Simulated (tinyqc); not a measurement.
Worked calculation: harmonic frequencies on the UHF/3-21g surface (energies and gradients from PySCF), for H2+, spin multiplicity 2. One step of it, computed by the program tinyqc.

Question. One row of the Hessian: 1Hz. Displace 1Hz by +/-0.002 bohr; H(k, :) = (g(+) - g(-)) / (2 delta).

optimised positions (bohr):
```
           x         y          z
1H  0.000000  0.000000  -0.340178
2H  0.000000  0.000000   1.653537
```

gradient at +delta (hartree/bohr):
```
             x           y            z
1H  0.00000000  0.00000000   0.00016557
2H  0.00000000  0.00000000  -0.00016557
```

gradient at -delta (hartree/bohr):
```
             x           y            z
1H  0.00000000  0.00000000  -0.00016150
2H  0.00000000  0.00000000   0.00016150
```

Give: row of the Hessian.

Answer.

row of the Hessian (hartree/bohr^2): 1Hx 0.000000, 1Hy 0.000000, 1Hz 0.081766, 2Hx 0.000000, 2Hy 0.000000, 2Hz -0.081766
